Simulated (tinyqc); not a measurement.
What moves the results: static screening by free carriers. A value that a table varies takes the place of the one given here.

kF = (3 pi^2 n/Mv)^(1/3), EF = c kF^2/m with c = hbar^2/2m0, n in 1/angstrom^3 (1e-24 per 1/cm^3), e2 = e^2/(4 pi eps0). Thomas-Fermi: qTF^2 = 6 pi e2 n/(eps EF). Debye: qD^2 = 4 pi e2 n/(eps kB T).

F_j(eta) = (1/Gamma(j + 1)) integral_0^infinity x^j dx/(1 + exp(x - eta)), which tends to exp(eta) for eta << 0.

At finite T: qs^2 = qD^2 F_-1/2(eta)/F_1/2(eta), where n = Mv N F_1/2(eta) and N = 2 (m kB T/(4 pi c))^(3/2) with c = hbar^2/2m0, in 1/angstrom^3; times 1e24 for 1/cm^3.

Donor in the screened potential -(e2/eps) exp(-qs r)/r with the trial function exp(-r/a): E(a) = c/(m a^2) - (e2/eps) 4/(a (2 + qs a)^2), e2 = e^2/(4 pi eps0), c = hbar^2/2m0; isotropic mass.

Constants: hbar^2/2m0 = 3.80998211 eV angstrom^2; e^2/(4 pi eps0) = 14.39964547 eV angstrom; kB = 8.617333262e-05 eV/K; a0 (Bohr radius) = 0.5291772105 angstrom.

Inputs chosen for the exercise (near those of GaN; shifted at random, so the results belong to these values and not to a real crystal): m = 0.205 m0 (mass of one isotropic valley); Mv = 1 (valleys); eps = 9.51 (background dielectric constant); T = 400 K; n = 9.3e+17 1/cm^3 (carrier density).

## Screening unbinds the donor

All carriers n are taken as free and screen with qs(T); E(a) is minimised over a; a dash marks no bound state. aB = a0 eps/m.

Donor level:
```
n (1/cm^3)  n^(1/3) aB  qs aB  E (meV)   a/aB
5.0e+14          0.019  0.013   -30.05  1.000
4.0e+15          0.039  0.036   -28.65  1.001
2.0e+16          0.067  0.081   -26.11  1.005
7.0e+16          0.101  0.152   -22.44  1.015
2.0e+17          0.144  0.255   -17.70  1.039
5.0e+17          0.195  0.398   -12.25  1.092
1.0e+18          0.245  0.550    -7.63  1.177
3.0e+18          0.354  0.880    -1.23  1.577
```

aB = 24.5 angstrom

What can be read from the table?

The level rises from -30.05 meV at the lowest density to -1.23 meV at 3e+18 1/cm^3, against -30.84 meV unscreened. It stays bound over this range. This trial function loses binding at qs aB = 1 and the exact Yukawa problem at 1.19; the Mott rule of thumb is n^(1/3) aB = 0.26, which the last bound row of this table passes: the rule belongs to low temperature, and thermal carriers screen more weakly.

## From Debye to Thomas-Fermi

Screening lengths (angstrom):
```
n (1/cm^3)    eta  Debye  Thomas-Fermi  finite T
1.0e+16     -5.88  425.6         53.78     425.8
7.0e+16     -3.93  160.9         38.89     161.4
4.0e+17     -2.15  67.30         29.08     68.61
1.0e+18     -1.18  42.56         24.96     44.60
5.0e+18      0.82  19.03         19.09     23.12
2.0e+19      3.56  9.517         15.15     15.72
7.0e+19      8.67  5.087         12.30     12.37
2.0e+20     17.60  3.010         10.32     10.34
```

What can be read from the table?

Debye is within 5 % of the finite-T length up to 1e+18 1/cm^3 of the densities listed and Thomas-Fermi from 2e+19 on. The length goes as n^-0.50 at the low end and n^-0.17 at the high end, against the limits -1/2 and -1/6. Both limits give too short a length.

## What sets the screening length

All results formed anew. Each row changes one parameter from the base and keeps the others.

Results:
```
case                 Debye (angstrom)  Thomas-Fermi (angstrom)  finite T (angstrom)
base                            44.14                    25.27                46.10
n = 1.86e+18 1/cm^3             31.21                    22.51                33.91
m = 0.2665 m0                   44.14                    22.16                45.47
eps = 11.412                    48.35                    27.68                50.50
T = 460 K                       47.33                    25.27                49.05
Mv = 2                          44.14                    20.06                45.13
```

What does this show?

The largest shifts from the base row, up to three for each result and ties (the steps differ in size, so this ranks the rows, not the parameters). Debye (angstrom): n -12.9, eps +4.21, T +3.19; unchanged at the printed digits by m and Mv. Thomas-Fermi (angstrom): Mv -5.21, m -3.11, n -2.76; unchanged at the printed digits by T. finite T (angstrom): n -12.2, eps +4.40, T +2.95.

Run: tinyqc, `OMP_NUM_THREADS=1 python tinyqc.py 1651921 1651922 out.jsonl`; Intel(R) Xeon(R) Processor @ 2.30GHz, one thread, shared host; about 0.01 s of CPU time with all checks.
